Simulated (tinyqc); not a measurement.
## Surface Green function of a two-leg ladder, Sancho-Rubio decimation: densities of states against energy

A semi-infinite lead of cells 0, 1, 2, ... with H0 inside a cell and H1 = <cell i|H|cell i + 1>. One rung (site 1 on leg a, site 2 on leg b) is a cell; all hoppings enter with a minus sign. z = E + i eta.

Start with e_s = e = H0, a = H1, b = H1^dagger. Each round: g = (z - e)^(-1); e_s <- e_s + a g b; e <- e + a g b + b g a; a <- a g a; b <- b g b (all with the old a, b). Round k joins cells 2^k apart. Stop when the largest entry of the matrices a and b is below 1e-12 eV; g_s = (z - e_s)^(-1), bulk (z - e)^(-1), density of states -Im Tr/pi. Here eta = 0.01 eV. Open modes are the crossings of E with the bands of H0 + H1 exp(ik) + H1^dagger exp(-ik) for 0 < k < pi.

H0 (eV):

|  | 1 | 2 |
|---|---|---|
| 1 | 0 | -0.71 |
| 2 | -0.71 | 0.47 |

H1 (eV):

|  | 1 | 2 |
|---|---|---|
| 1 | -1 | 0 |
| 2 | 0 | -0.52 |

Densities of states against energy:

| E (eV) | open modes | rounds | surface (1/eV) | bulk (1/eV) |
|---|---|---|---|---|
| -2.52 | 0 | 6 | 0.002560 | 0.008174 |
| -2.04 | 1 | 12 | 0.1728 | 0.3427 |
| -1.56 | 1 | 12 | 0.2808 | 0.2214 |
| -1.08 | 1 | 13 | 0.3419 | 0.1940 |
| -0.6 | 1 | 13 | 0.3778 | 0.1950 |
| -0.12 | 2 | 13 | 0.6439 | 0.7393 |
| 0.36 | 2 | 12 | 0.7923 | 0.5416 |
| 0.84 | 2 | 12 | 0.6802 | 0.7200 |
| 1.32 | 1 | 12 | 0.4285 | 0.2332 |
| 1.8 | 1 | 12 | 0.3398 | 0.2507 |
| 2.28 | 1 | 12 | 0.1946 | 0.3860 |
| 2.76 | 0 | 6 | 0.002811 | 0.007558 |

The bands of the infinite lead run over -2.29 to 1.00, -0.277 to 2.51 eV. The rounds lie between 6 and 13, 6.0 on average outside the bands and 12.3 inside. The surface density of states is largest at E = 0.36 eV among the rows (0.792 1/eV, bulk 0.542).

tinyqc, about 0.04 s, one thread, Intel Xeon 2.30GHz (shared host): `OMP_NUM_THREADS=1 python tinyqc.py 2680031 2680032 out.jsonl`
